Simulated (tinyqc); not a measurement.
## Resistance of a tapered via with liner, size effect and interface: two fill metals against the diameter

A round via whose diameter grows from db at the bottom as D(z) = db + 2 z/tan(ang). The fill, of diameter D - 2 tl, starts above the bottom liner (thickness fb tl) and has rho = rho0 (1 + ks lam/(D - 2 tl)); the sidewall liner conducts in parallel with it. The bottom liner and the interface are crossed over the full area pi db^2/4. Spreading in the lines above and below is left out.

Slices between z0 = fb tl and hv, evaluated at their midpoints: conductance per length pi/4 [(D - 2 tl)^2/rho + (D^2 - (D - 2 tl)^2)/rl], slice resistance = slice height over that. 2000 slices. R_fill = sum of the slices; R_bottom = rl fb tl/(pi db^2/4); R_interface = ri/(pi db^2/4). The second fill has rho2, lam2 and tl2 in place of rho0, lam and tl.

Values chosen for this exercise; fill metal close to copper: height hv = 84 nm; sidewall angle ang = 89 degrees; bulk resistivity of the fill rho0 = 1.65 uohm cm; mean free path of the fill lam = 39.2 nm; size-effect factor ks = 1.2; liner on the sidewall tl = 2.9 nm; liner at the bottom over that on the sidewall fb = 1; resistivity of the liner rl = 540 uohm cm; interface resistivity at the bottom ri = 6.2e-13 ohm cm^2; ballistic conductance per area, about 3/(4 rho0 lam) Sb = 1.1e15 S/m^2; bulk resistivity of the second fill (close to tungsten) rho2 = 5.36 uohm cm; its mean free path lam2 = 15.4 nm; its liner tl2 = 2.4 nm.

Results:

| db (nm) | R, first fill (ohm) | R, second fill (ohm) | ratio second/first |
|---|---|---|---|
| 8.5 | 1446 | 1161 | 0.8024 |
| 12 | 345.1 | 344.4 | 0.9980 |
| 17 | 119.1 | 126.8 | 1.065 |
| 24 | 49.62 | 53.29 | 1.074 |
| 35 | 20.91 | 22.28 | 1.065 |
| 70 | 4.762 | 4.980 | 1.046 |
| 100 | 2.279 | 2.367 | 1.038 |

Estimate the missing row, db = 49 nm.

Computed row:

| db (nm) | R, first fill (ohm) | R, second fill (ohm) | ratio second/first |
|---|---|---|---|
| 49 | 10.09 | 10.64 | 1.055 |

With this row back in the table: The ratio goes from 0.802 to 1.04. The two fills give the same R at db = 12.1 nm; below it the second gives the lower R. Ratios within a few per cent of 1 are a tie, given that ballistic terms are left out.

Numbers from tinyqc (`OMP_NUM_THREADS=1 python tinyqc.py 2750024 2750025 out.jsonl`; about 0.01 s on one thread of a shared Intel Xeon 2.30GHz).
